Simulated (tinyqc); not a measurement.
From results back to parameters: plasmons of a degenerate electron gas in the random-phase approximation. Five cases, with inputs chosen for the exercise.

Problem. At small q the plasmon follows E = Ep + B q^2 with B = (3/10)(hbar vF)^2/Ep, hbar vF = 2 c kF/m; n and m are hidden.

Zero temperature, parabolic band: kF = (3 pi^2 n)^(1/3), EF = c kF^2/m, Ep^2 = 8 pi c e2 n/(m eb), qTF^2 = 6 pi e2 n/(eb EF), c = hbar^2/2m0, e2 = e^2/(4 pi eps0), n in 1/angstrom^3 (1e-24 per 1/cm^3).

Constants: hbar^2/2m0 = 3.80998211 eV angstrom^2; e^2/(4 pi eps0) = 14.39964547 eV angstrom.

Find: hbar vF; kF; n; m.

Method. hbar vF = sqrt(B Ep/0.3); Ep^2 = (4 e2/(3 pi eb)) kF^2 hbar vF gives kF, then n and m.

Case 1.

Values chosen (out of a larger set: mass and background constant near those of GaN; polar phonons, which mix with the plasmon in the real crystal, and the rise of the mass with filling are left out; not measured data): eb = 5.22 (background dielectric constant).

Ep = 77.9446 meV
B = 14.7900 eV angstrom^2

Solution.

hbar vF = 1.960 eV angstrom
kF = 0.05145 1/angstrom
n = 4.60e+18 1/cm^3
m = 0.200 m0

Case 2.

Values chosen (out of a larger set: a free-electron density near that of Al; not measured data): eb = 1 (background dielectric constant).

Ep = 15.9714 eV
B = 3.38906 eV angstrom^2

Solution.

hbar vF = 13.43 eV angstrom
kF = 1.763 1/angstrom
n = 1.85e+23 1/cm^3
m = 1.000 m0

Case 3.

Values chosen (out of a larger set: a free-electron density near that of Al; not measured data): eb = 1 (background dielectric constant).

Ep = 15.8414 eV
B = 3.37984 eV angstrom^2

Solution.

hbar vF = 13.36 eV angstrom
kF = 1.753 1/angstrom
n = 1.82e+23 1/cm^3
m = 1.000 m0

Case 4.

Values chosen (out of a larger set: a free-electron density near that of Na; not measured data): eb = 1 (background dielectric constant).

Ep = 6.01046 eV
B = 2.44681 eV angstrom^2

Solution.

hbar vF = 7.002 eV angstrom
kF = 0.9188 1/angstrom
n = 2.62e+22 1/cm^3
m = 1.000 m0

Case 5.

Values chosen (out of a larger set: a free-electron density near that of Al; not measured data): eb = 1 (background dielectric constant).

Ep = 15.7103 eV
B = 3.37049 eV angstrom^2

Solution.

hbar vF = 13.29 eV angstrom
kF = 1.744 1/angstrom
n = 1.79e+23 1/cm^3
m = 1.000 m0

Computed by tinyqc, one run a case: `OMP_NUM_THREADS=1 python tinyqc.py N N+1 out.jsonl` with N = 1650733, 1650759, 1650783, 1650796, 1650802; one thread of a shared Intel(R) Xeon(R) Processor @ 2.30GHz, about 0.01 s a run at most.
